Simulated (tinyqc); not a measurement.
Worked calculation: hydrogenic impurity: series, fields, screening, photoionisation and donor-acceptor pairs. Computed by tinyqc, a small Python program that keeps every step. Command: `OMP_NUM_THREADS=1 python tinyqc.py 3026346 3026347 out.jsonl hydrogenic walk`. One thread of a shared host (Intel(R) Xeon(R) Processor @ 2.30GHz), about 0.01 s of CPU time with the checks. Intermediate numbers are printed to about 6 digits and carried at full precision; extremes and crossings named in words are read from the listed rows.

One isotropic, parabolic band. Effective units: Ry* and a*, in which H = -nabla^2 - 2/r.

Inputs (values chosen for the exercise, for a model semiconductor):
```
quantity,value,unit
electron mass m,0.0269,m_0
dielectric constant eps,16.4,-
donor density N,1.8e+14,cm^-3
magnetic field B,0.51,T
```

Parts treated: magnetic field and screening.

Constants: Ry = 13.605693123 eV; a_0 = 0.529177210903 angstrom; h x 1 THz = 4.135667696 meV; mu_B = 5.7883818060e-05 eV/T.

## Effective units and the series

Ry* = Ry m/eps^2, a* = a_0 eps/m; level n is bound by Ry*/n^2; <r> = (3/2) a* in 1s; lines 1s -> np at Ry* (1 - 1/n^2); 1 THz = 4.135667696 meV.

Ry* = 1.36077 meV

a* = 322.621 angstrom

<r> of 1s = 483.932 angstrom

Series:
```
n,binding (meV),line from 1s (meV),line (THz)
2,0.340193,1.02058,0.246775
3,0.151197,1.20957,0.292474
4,0.085048,1.27572,0.308469
5,0.054431,1.30634,0.315872
```

## Overlap of donors

Wigner-Seitz radius r_s = (3/(4 pi N))^(1/3); Mott criterion N_c^(1/3) a* = 0.26; overlap of two 1s orbitals at distance d: S = exp(-x)(1 + x + x^2/3), x = d/a*, with d = N^(-1/3).

r_s = 1098.70 angstrom

Mott density = 5.23410e+14 cm^-3

N over the Mott density = 0.343899

overlap S = 0.0682749

The sample is on the insulating side, but close enough for an impurity band.

## Donor in a magnetic field

gamma = hbar omega_c/(2 Ry*) = mu_B B/(m Ry*). For m_z = 0, H = -nabla^2 - 2/r + gamma^2 rho^2/4, and the band edge moves to gamma Ry*. Basis: exp(-al rho^2 - be z^2), al_k = 0.02 x 2.4^k + gamma/4 x c with k = 0..11, be_k = 0.02 x 2.4^k and c = 0, 0.5, 1 (36 functions). With A = al_i + al_j, B = be_i + be_j (not the field) and the common factor pi^(3/2) dropped: S = 1/(A sqrt(B)), kinetic S (4 al_i al_j/A + 2 be_i be_j/B), <rho^2> = S/A, <1/r> = (2/sqrt(pi)) atanh(u)/(A u), u = sqrt(1 - B/A), which is (2/sqrt(pi))/A when A = B; overlap eigenvalues below 1e-11 are dropped. Binding = (gamma - E) Ry*; the spin term shifts level and edge alike.

gamma = 0.806473

hbar omega_c = 2.19485 meV

magnetic length a*/sqrt(gamma) = 359.251 angstrom

ground level = -1.03612 meV

binding energy in the field = 2.13354 meV

The field squeezes the orbit and raises the binding by a factor 1.568.

## Weak-field and exact binding

Perturbation theory: E = -1 + gamma^2/2 - (53/96) gamma^4 Ry*.

Ground level (Ry*):
```
gamma,B (T),basis,second order,fourth order,binding
0.081,0.05122,-0.996736,-0.99672,-0.9967,1.07774
0.200,0.12648,-0.980756,-0.98000,-0.9809,1.18076
0.300,0.18971,-0.958366,-0.95500,-0.9595,1.25837
0.400,0.25295,-0.929203,-0.92000,-0.9341,1.32920
0.500,0.31619,-0.894413,-0.87500,-0.9095,1.39441
0.700,0.44267,-0.811440,-0.75500,-0.8876,1.51144
0.810,0.51223,-0.759701,-0.67195,-0.9096,1.56970
1.000,0.63238,-0.662328,-0.50000,-1.0521,1.66233
1.600,1.01181,-0.307734,0.28000,-3.3381,1.90773
3.200,2.02363,0.821101,4.12000,-53.7701,2.37890
```

Second order stays within 1 % of the basis value up to gamma = 0.40 of those listed and fourth order up to 0.40; beyond, the truncated (asymptotic) series fails, while the binding keeps growing slowly, to 2.38 Ry* at gamma = 3.2.

## Binding under screening

Thomas-Fermi screening by N free electrons of one valley, taken as a degenerate gas (the hypothesis that all donors are ionised): q a* = sqrt(4 k_F a*/pi), k_F = (3 pi^2 N)^(1/3). Screened potential -(2/r) exp(-q r). Basis exp(-zeta r), zeta_k = 0.02 x 1.6^k, k = 0..23: S = 2/s^3, T = zeta_i zeta_j S, V = -2/(s + q)^2 with s = zeta_i + zeta_j; overlap eigenvalues below 1e-11 are dropped.

q a* = 0.847066

screened binding energy = 0.0933281 meV

Screening leaves 6.9 % of the binding.

## From screening to the Mott criterion

First order: 1 - 2 q a*. One exponent: the maximum over zeta of 8 zeta^3/(2 zeta + q)^2 - zeta^2 (golden section on 0.01 to 1.2).

Binding (Ry*):
```
N^(1/3) a*,N (cm^-3),q a*,first order,one exponent,basis
0.0036,1.38941e+09,0.119081,0.761838,0.781621,0.781646
0.0110,3.96369e+10,0.208156,0.583689,0.641359,0.641540
0.0270,5.86156e+11,0.326117,0.347765,0.481664,0.482491
0.0550,4.95462e+12,0.465450,0.069100,0.326446,0.329023
0.0910,2.24412e+13,0.598705,-0.197409,0.207731,0.213259
0.1400,8.17158e+13,0.742602,-0.485203,0.108639,0.118851
0.1800,1.73676e+14,0.842031,-0.684062,0.056457,0.070672
```

The binding falls from 0.782 to 0.071 Ry*. First order, a constant shift of the potential, overshoots and turns negative from q a* = 0.5. One exponent loses the state at q a* = 1 (N^(1/3) a* = 0.254, the classic form of the Mott criterion); the full basis keeps it to 1.19. The dilute rows are formal, since there the electrons are bound or non-degenerate.

Checks made by the program: weak-field limit -1 + gamma^2/2 (relative difference 8e-06); the bound state at q = 0 (relative difference 8e-07).
